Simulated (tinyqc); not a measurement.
Thermionic-field emission through a Schottky barrier, WKB: two steps of the calculation.

Metal on an n-type semiconductor with one parabolic valley; V > 0 is forward bias (metal positive). Energies E are counted from the conduction edge of the neutral semiconductor, whose Fermi level lies at -xi; that of the metal lies at -xi - V. The barrier is a parabola of height Vd = phi - xi - V (depletion approximation, no image force).

Values chosen for this exercise; band and dielectric values close to those of gallium arsenide:
- T = 350 K (temperature)
- me = 0.0668 m0 (electron mass)
- eps_r = 12.7 (relative permittivity)
- phi = 0.73 eV (barrier height seen from the metal)
- Nd = 4.1e17 cm^-3 (donor density)
- V = 0.21 V (bias)
- nE = 15 (points of the energy grid)
- Eb = 0.7 eV (upper end of the energy grid)

Constants: q = 1.602176634e-19 C, kB = 1.380649e-23 J/K, hbar = 1.054571817e-34 J s, h = 6.62607015e-34 J s, m0 = 9.1093837015e-31 kg, Vt = kB T/q, eps0 = 8.8541878128e-14 F/cm where lengths are in cm. Results are converted to the units shown.

Task 1. Fermi level, barrier and E00. Nc = 2 (2 pi me m0 kB T/h^2)^1.5 (times 1e-6 for cm^-3); Nd = Nc F12(-xi/Vt), F12(x) = (2/sqrt(pi)) int_0^infinity sqrt(u)/(1 + exp(u - x)) du; E00 = (hbar/2) sqrt(Nd/(me m0 eps0 eps_r)) in SI units (volts). W = sqrt(2 eps0 eps_r Vd/(q Nd)).

Find: Nc; xi; Vd; W; E00; E00/Vt.

Result 1.

Nc = 5.460e17 cm^-3
xi = 7.118e-4 eV
Vd = 0.5193 V
W = 42.16 nm
E00 = 12.91 meV
E00/Vt = 0.4279

By a common rule of thumb, E00/Vt below 0.5 marks thermionic emission, 0.5 to 5 thermionic-field emission and above 5 field emission. By that rule alone: thermionic emission; with a high barrier, tunnelling near its top can carry most of the current even below 0.5.

Task 2. Current density on a coarse grid. For E < Vd, ln T(E) = -(Vd/E00) [sqrt(1 - y) - y ln((1 + sqrt(1 - y))/sqrt(y))], y = E/Vd; T(E) = 1 above. J = A* T (q/kB) int_0^infinity T(E) N(E) dE, N = ln[(1 + exp((-xi - E)/Vt))/(1 + exp((-xi - V - E)/Vt))], A* = 4 pi q me m0 kB^2/h^3 (times 1e-4 for A/(cm^2 K^2)). Simpson's rule on nE equally spaced points from 0 to Eb.

xi = 7.1176295e-4 eV
Vd = 0.51928824 V
E00 = 12.907114 meV

Wanted: E; T(E); N; T(E) N; J.

Result 2.

```
point   E (eV)        T(E)           N      T(E) N
0      0.00000  3.3663e-18     0.68049  2.2907e-18
1      0.05000  3.0373e-14     0.17051  5.1788e-15
2      0.10000  1.6902e-11    0.034818  5.8851e-13
3      0.15000   3.0599e-9   0.0067293  2.0591e-11
4      0.20000   2.5436e-7   0.0012858  3.2706e-10
5      0.25000   1.1339e-5   2.4516e-4   2.7799e-9
6      0.30000   2.9427e-4   4.6722e-5   1.3749e-8
7      0.35000   0.0046360   8.9035e-6   4.1276e-8
8      0.40000    0.044865   1.6967e-6   7.6121e-8
9      0.45000     0.26072   3.2331e-7   8.4294e-8
10     0.50000     0.82411   6.1611e-8   5.0774e-8
11     0.55000      1.0000   1.1741e-8   1.1741e-8
12     0.60000      1.0000   2.2373e-9   2.2373e-9
13     0.65000      1.0000  4.2634e-10  4.2634e-10
14     0.70000      1.0000  8.1243e-11  8.1243e-11
```

J = 0.46117 A/cm^2

The integrand peaks at E = 0.450 eV among these points, 0.87 of the barrier height.

Range of the model: The depletion approximation, a parabolic band and the neglect of image-force lowering make these currents estimates at high doping.

tinyqc, about 0.01 s, one thread, Intel Xeon 2.30GHz (shared host): `OMP_NUM_THREADS=1 python tinyqc.py 2640036 2640037 out.jsonl`
